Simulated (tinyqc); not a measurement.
# Probe couplings from its potential

Question. One voltage probe p sits between leads L (mu = 1) and R (mu = 0) without magnetic field: mu_p = T_pL/(T_pL + T_pR), T_eff = T_RL + T_pL T_pR/(T_pL + T_pR). Find T_pL and T_pR.

T_RL = 0.49
mu_p = 0.51612903
T_eff = 0.64483871

Solution. T_eff - T_RL equals T_pL (1 - mu_p) and also T_pR mu_p.

T_pL = 0.320
T_pR = 0.300

Numbers from tinyqc (`OMP_NUM_THREADS=1 python tinyqc.py 2700026 2700027 out.jsonl`; about 0.01 s on one thread of a shared Intel Xeon 2.30GHz).
